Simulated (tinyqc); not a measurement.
Four, six or eight bands for the holes: eight-band Kane k.p model.

Eight-band Kane model, basis S, X, Y, Z times spin, zero of energy at the top of the unstrained valence band, c = hbar^2/2m0. Within each spin: H_SS = Eg + A c k^2, H_SX = i P kx (likewise Y, Z), H_XX = -Dso/3 + L kx^2 + M (ky^2 + kz^2), H_XY = N kx ky, and cyclic. Spin-orbit term (Dso/3) L.sigma on X, Y, Z with (L_k)_ij = -i epsilon_kij: <X+|H|Y+> = -i Dso/3, <X+|H|Z-> = Dso/3, <Y+|H|Z-> = -i Dso/3, <Z+|H|X-> = -Dso/3, <Z+|H|Y-> = i Dso/3, <X-|H|Y-> = i Dso/3, and their conjugates; + and - are the spin along z. Terms from inversion asymmetry are left out, so every level is twofold.

P = sqrt(Ep c); A = 1/me - Ep (Eg + 2 Dso/3)/(Eg (Eg + Dso)) keeps the electron mass; g1' = g1 - Ep/(3 Eg), g2' = g2 - Ep/(6 Eg), g3' = g3 - Ep/(6 Eg) remove the coupling to S that the Luttinger values already hold; L = -c (g1' + 4 g2'), M = -c (g1' - 2 g2'), N = -6 c g3'.

Constants: hbar^2/2m0 = 3.80998211 eV angstrom^2.

Inputs chosen for the exercise (near those of CdTe; not measured data):

| symbol | value | unit | meaning |
|---|---|---|---|
| Eg | 1.637 | eV | gap at Gamma to the s-like level |
| Dso | 0.931 | eV | spin-orbit splitting |
| Ep | 18.4 | eV | Kane energy |
| me | 0.0957 | m0 | electron mass at Gamma |
| g1 | 5.33 |  | Luttinger gamma1 |
| g2 | 1.69 |  | gamma2 |
| g3 | 1.99 |  | gamma3 |
| kmax | 0.04 | 1/angstrom | end of the path |

Unstrained, along [111]. Six bands: the X, Y, Z block alone with the full g1, g2, g3 in L, M, N. Four bands: the same with Dso sent to infinity. HH, LH and SO name the pairs from the top.

Valence levels (eV):

| \|k\| (1/angstrom) | HH 4 | HH 6 | HH 8 | LH 4 | LH 6 | LH 8 | SO 6 | SO 8 |
|---|---|---|---|---|---|---|---|---|
| 0.0067 | -0.0002 | -0.0002 | -0.0002 | -0.0016 | -0.0016 | -0.0016 | -0.9319 | -0.9317 |
| 0.0200 | -0.0021 | -0.0021 | -0.0021 | -0.0142 | -0.0141 | -0.0140 | -0.9392 | -0.9371 |
| 0.0267 | -0.0037 | -0.0037 | -0.0037 | -0.0252 | -0.0250 | -0.0247 | -0.9457 | -0.9418 |
| 0.0333 | -0.0057 | -0.0057 | -0.0057 | -0.0394 | -0.0388 | -0.0381 | -0.9542 | -0.9480 |
| 0.0400 | -0.0082 | -0.0082 | -0.0082 | -0.0568 | -0.0555 | -0.0540 | -0.9648 | -0.9556 |

Give the missing row, |k| (1/angstrom) = 0.0133.

Computed row:
```
|k| (1/angstrom)     HH 4     HH 6     HH 8     LH 4     LH 6     LH 8     SO 6     SO 8
0.0133            -0.0009  -0.0009  -0.0009  -0.0063  -0.0063  -0.0063  -0.9346  -0.9337
```

At |k| = 0.0400 the heavy holes of the three models span 0.0 meV and the light holes 2.8 meV. The split-off band moves the light hole by +1.3 meV and treating the conduction band exactly moves it by +1.5 meV more; the two matter about equally here, where the four-band light-hole energy is 0.06 times Dso and 0.03 times Eg.

Run: tinyqc, `OMP_NUM_THREADS=1 python tinyqc.py 1081266 1081267 out.jsonl`; Intel(R) Xeon(R) Processor @ 2.30GHz, one thread, shared host; about 0.01 s of CPU time with all checks.
